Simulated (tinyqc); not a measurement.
Inside a calculation: two-band massive Dirac model of the K valleys. Values are carried at full precision from step to step, so a last printed digit may differ when a step is redone from the rounded ones.

Basis (conduction, valence): H = [[D/2, a t (tau kx - i ky)], [a t (tau kx + i ky), -D/2 + lam tau sz]], valley tau = +/-1, spin sz = +/-1. The gap of a spin and valley is G = D - lam tau sz. Berry curvature Omega = curl of i<u|grad u>; for the conduction band Omega_c = -tau 2 a^2 t^2 G/(G^2 + 4 a^2 t^2 k^2)^(3/2), and Omega_v = -Omega_c.

Constants: hbar^2/2m0 = 3.80998211 eV angstrom^2.

Inputs chosen for the exercise (near those used for monolayer MoS2; the results hold for these values, not for the real material): a = 3.199 angstrom (lattice constant); D = 1.61 eV (gap parameter); t = 1.16 eV (effective hopping); lam = 0.072 eV (half the valence spin splitting); tau = -1 (valley); sz = 1 (spin); k = (0.023, 0.033) 1/angstrom (wave vector from the valley); h = 0.04 1/angstrom (side of the plaquette).

## Band edges of the four flavours

At k = 0: Ec = D/2, Ev = -D/2 + lam tau sz; mass m/m0 = c G/(a t)^2 for both bands, c = hbar^2/2m0; Omega_c(0) = -2 tau a^2 t^2/G^2.

Edges:
```
tau,sz,Ec (eV),Ev (eV),G (eV),mass (m0),Omega_c (angstrom^2)
1,1,0.8050,-0.7330,1.5380,0.4255,-11.643
1,-1,0.8050,-0.8770,1.6820,0.4654,-9.735
-1,1,0.8050,-0.8770,1.6820,0.4654,9.735
-1,-1,0.8050,-0.7330,1.5380,0.4255,11.643
```

The top of the valence band has spin up at tau = +1 and spin down at tau = -1: spin and valley are locked, with 144 meV between the two valence bands (A and B transitions at 1.538 and 1.682 eV, without exciton binding).

## H at one k

Fill in the matrix and diagonalise: E = lam tau sz/2 -/+ sqrt(G^2/4 + a^2 t^2 k^2).

H (eV):
```
,c,v
c,0.8050,-0.0853-0.1225i
v,-0.0853+0.1225i,-0.8770
```

levels (eV): -0.8901  0.8181

cos(theta) = G/(E+ - E-) = 0.9846

## Curvature, orbital moment and circular dichroism

Omega_c from the formula; orbital moment of both bands m = -tau (a t)^2 G/(c (G^2 + 4 a^2 t^2 k^2)) in Bohr magnetons (charge -e), c = hbar^2/2m0; interband strengths |P+/-|^2 proportional to (1 +/- tau cos(theta))^2 for P+/- = Px +/- i Py, and eta = (|P+|^2 - |P-|^2)/(|P+|^2 + |P-|^2) = 2 tau cos(theta)/(1 + cos^2(theta)).

Omega_c = 9.292 angstrom^2
orbital moment = 2.083 muB
eta = -0.9999

All three change sign with the valley. The selection rule, exact at k = 0, still holds to 100.0 % here.

## The curvature from a plaquette

Corners counter-clockwise around k, from (-h/2, -h/2); upper eigenvector u with its first component real and positive; Omega = -(sum of arg <u_j|u_(j+1)>)/h^2.

Corners:
```
j,kx,ky,u_c,u_v,arg <u_j|u_j+1> (rad)
1,0.0030,0.0130,0.99957,-0.00661+0.02864i,0.002501
2,0.0430,0.0130,0.99522,-0.09350+0.02827i,-0.008015
3,0.0430,0.0530,0.98932,-0.09182+0.11317i,-0.009824
4,0.0030,0.0530,0.99339,-0.00649+0.11461i,0.000574
```

Omega_c from the plaquette = 9.228 angstrom^2

The formula at the centre gives 9.292; the plaquette averages over its area.

## Checks

- Curvature formula against a plaquette of side 1e-4: both 9.2922.
- Eta against the matrix elements of dH/dkx +/- i dH/dky: both -0.99988.

(tinyqc, `OMP_NUM_THREADS=1 python tinyqc.py 1450320 1450321 out.jsonl`, Intel(R) Xeon(R) Processor @ 2.30GHz, 1 thread, shared host, about 0.01 s.)
